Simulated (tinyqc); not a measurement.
What moves the results: Shockley-Read-Hall recombination through one deep level. A value that a table varies takes the place of the one given here.

One level at Et with degeneracy 1: tn = 1/(sn vth Nt), tp = 1/(sp_ vth Nt), n1 = Nc exp((Et - Eg)/kT), p1 = Nv exp(-Et/kT), ni^2 = n1 p1. Equilibrium n0 = Nm, p0 = ni^2/Nm; n = n0 + dn, p = p0 + dn. U = (n p - ni^2)/(tp (n + n1) + tn (p + p1)), lifetime dn/U; emission rates en = sn vth n1, ep = sp_ vth p1.

Constants: kB = 8.617333262e-05 eV/K.

Values chosen for the exercise (gap and densities of states near those of GaAs at this temperature; not measured data): E1 = 0.695 eV (level (+1/0) above Ev); E2 = 0.995 eV (level (0/-1) above Ev); gm = 2 (degeneracy of the middle state, the others 1); T = 300 K; Eg = 1.42 eV (gap); Nc = 4.38e+17 1/cm^3 (conduction-band density of states); Nv = 9.57e+18 1/cm^3 (valence-band density of states); Nd = 3.4e+16 1/cm^3 (ionised shallow donors minus acceptors); Et = 0.995 eV (recombination level above Ev); Nt = 2.6e+16 1/cm^3 (defects); sn = 8.5e-16 cm^2 (electron capture cross-section); sp_ = 2.2e-14 cm^2 (hole capture cross-section); vth = 15000000 cm/s (thermal velocity, both carriers); Nm = 2.6e+17 1/cm^3 (equilibrium electrons for the lifetime steps); dn = 3.4e+15 1/cm^3 (excess pairs).

## Charge state against the Fermi level (deep level with several charge states)

Energies from Ev. The defect has charge states +1, 0, -1 with weights 1, gm exp((EF - E1)/kT), exp((2 EF - E1 - E2)/kT); the shares are the weights over their sum. Boltzmann carriers: n = Nc exp((EF - Eg)/kT), p = Nv exp(-EF/kT). Neutrality: p - n + Nd + Nt <q> = 0.

Shares:

| EF (eV) | +1 | 0 | -1 | <q> |
|---|---|---|---|---|
| 0.085 | 1.000 | 0.000 | 0.000 | 1.000 |
| 0.199 | 1.000 | 0.000 | 0.000 | 1.000 |
| 0.312 | 1.000 | 0.000 | 0.000 | 1.000 |
| 0.426 | 1.000 | 0.000 | 0.000 | 1.000 |
| 0.540 | 0.995 | 0.005 | 0.000 | 0.995 |
| 0.653 | 0.717 | 0.283 | 0.000 | 0.717 |
| 0.767 | 0.030 | 0.970 | 0.000 | 0.030 |
| 0.880 | 0.000 | 0.994 | 0.006 | -0.005 |
| 0.994 | 0.000 | 0.675 | 0.325 | -0.325 |
| 1.108 | 0.000 | 0.025 | 0.975 | -0.975 |
| 1.221 | 0.000 | 0.000 | 1.000 | -1.000 |
| 1.335 | 0.000 | 0.000 | 1.000 | -1.000 |

Where the levels are several kT apart the middle state rules between about E1 - kT ln gm = 0.677 and E2 + kT ln gm = 1.013 eV; its largest share listed is 0.994. Each step spreads from 10 % to 90 % over 4.4 kT = 0.114 eV.

## Defects against doping (deep level with several charge states)

Nt takes the listed multiples of |Nd|; the resistivity uses mobilities of 1000 (electrons) and 300 (holes) cm^2/(V s), chosen for the exercise, and e = 1.602176634e-19 C.

Neutral state:

| Nt/\|Nd\| | EF (eV) | n (1/cm^3) | p (1/cm^3) | rho (ohm cm) |
|---|---|---|---|---|
| 0.01 | 1.3537 | 3.37e+16 | 0.000174 | 0.185 |
| 0.10 | 1.3512 | 3.06e+16 | 0.000191 | 0.204 |
| 0.30 | 1.3447 | 2.38e+16 | 0.000246 | 0.262 |
| 0.60 | 1.3302 | 1.36e+16 | 0.000430 | 0.459 |
| 0.90 | 1.2944 | 3.40e+15 | 0.00172 | 1.84 |
| 1.10 | 1.0724 | 6.35e+11 | 9.22 | 9.83e+03 |
| 1.50 | 1.0308 | 1.27e+11 | 46.1 | 4.91e+04 |
| 3.00 | 0.9950 | 3.18e+10 | 184 | 1.97e+05 |
| 10.00 | 0.9561 | 7.06e+09 | 829 | 8.84e+05 |

EF goes from 1.354 to 0.956 eV and the resistivity from 0.185 to 8.84e+05 ohm cm, with a largest value of 8.84e+05. The largest move of EF, -0.222 eV, comes between Nt/|Nd| = 0.9 and 1.1; the levels lie at 0.695 and 0.995 eV. A defect can take up to one carrier of either sign, so the doping can be cancelled no earlier than Nt = |Nd|, there only if EF lies well beyond the level that takes the carriers and otherwise at larger Nt (mean charge -0.10 in the last row).

## Lifetime against injection

Recombination:

| dn (1/cm^3) | lifetime (microsecond) | U (1/(cm^3 s)) |
|---|---|---|
| 1.0e+11 | 0.0001166 | 8.58e+20 |
| 1.0e+12 | 0.0001166 | 8.58e+21 |
| 1.0e+13 | 0.0001167 | 8.57e+22 |
| 1.0e+14 | 0.0001177 | 8.50e+23 |
| 1.0e+15 | 0.0001281 | 7.81e+24 |
| 1.0e+16 | 0.0002283 | 4.38e+25 |
| 1.0e+17 | 0.0009545 | 1.05e+26 |
| 1.0e+18 | 0.002511 | 3.98e+26 |

The lifetime rises from 0.0001166 to 0.002511 microsecond; tn + tp = 0.003133. At low injection it is tp (1 + n1/n0) + tn p1/n0 with n1/Nm = 1.2e-07 and p1/Nm = 7.1e-16: re-emission is negligible, so minority capture alone counts. Auger and radiative paths are left out; they cut in at the highest injections, and in a doped direct-gap crystal the radiative one counts at all injections. dn = dp neglects trapped charge, which matters where the traps hold a charge comparable with dn, at low injection and with very unequal cross sections.

## Where a level does most harm

Et takes the values listed; G = Nt en ep/(en + ep) in a depleted region; the lifetime is for dn = 1e11 1/cm^3.

Results:

| Et (eV) | lifetime (microsecond) | G (1/(cm^3 s)) |
|---|---|---|
| 0.085 | 0.00426 | 5.43e+03 |
| 0.199 | 0.000167 | 4.47e+05 |
| 0.312 | 0.000117 | 3.53e+07 |
| 0.426 | 0.000117 | 2.91e+09 |
| 0.540 | 0.000117 | 2.39e+11 |
| 0.653 | 0.000117 | 1.89e+13 |
| 0.767 | 0.000117 | 1.36e+15 |
| 0.880 | 0.000117 | 1.35e+14 |
| 0.994 | 0.000117 | 1.64e+12 |
| 1.108 | 0.000117 | 2.00e+10 |
| 1.221 | 0.000117 | 2.53e+08 |
| 1.335 | 0.000124 | 3.07e+06 |

Generation peaks where en = ep, at Eg/2 + (kT/2) ln(sp_ Nv/(sn Nc)) = 0.792 eV; the largest value listed is at 0.767 eV, and G falls by a decade for each 0.060 eV away from the peak. The lifetime is within a factor 2 of its minimum, 0.000117 microsecond, from 0.199 to 1.335 eV: recombination tolerates a wide range of Et, generation a narrow one.

## What moves lifetime and leakage

G = Nt en ep/(en + ep). Each row changes one parameter from the base and keeps the others.

Results:

| case | lifetime (microsecond) | G (1/(cm^3 s)) |
|---|---|---|
| base | 0.0001555 | 1.58e+12 |
| Et = 1.035 eV | 0.0001555 | 3.37e+11 |
| sn = 1.7e-15 cm^2 | 0.0001360 | 1.58e+12 |
| sp_ = 4.4e-14 cm^2 | 9.721e-05 | 3.16e+12 |
| Nt = 1.3e+16 1/cm^3 | 0.0003110 | 7.91e+11 |
| Nm = 7.8e+17 1/cm^3 | 0.0001296 | 1.58e+12 |
| dn = 1.02e+16 1/cm^3 | 0.0002304 | 1.58e+12 |

The largest shifts from the base row, up to three for each result and ties (the steps differ in size, so this ranks the rows, not the parameters). lifetime (microsecond): Nt +0.000155, dn +7.49e-05, sp_ -5.83e-05; unchanged at the printed digits by Et. G (1/(cm^3 s)): sp_ +1.58e+12, Et -1.25e+12, Nt -7.91e+11; unchanged at the printed digits by sn, Nm and dn.

Computed by tinyqc, a small Python program: `OMP_NUM_THREADS=1 python tinyqc.py 1682587 1682588 out.jsonl` (the numbers bound the seed that draws the inputs); one thread of a shared host (Intel(R) Xeon(R) Processor @ 2.30GHz), about 0.01 s for the whole set of steps.
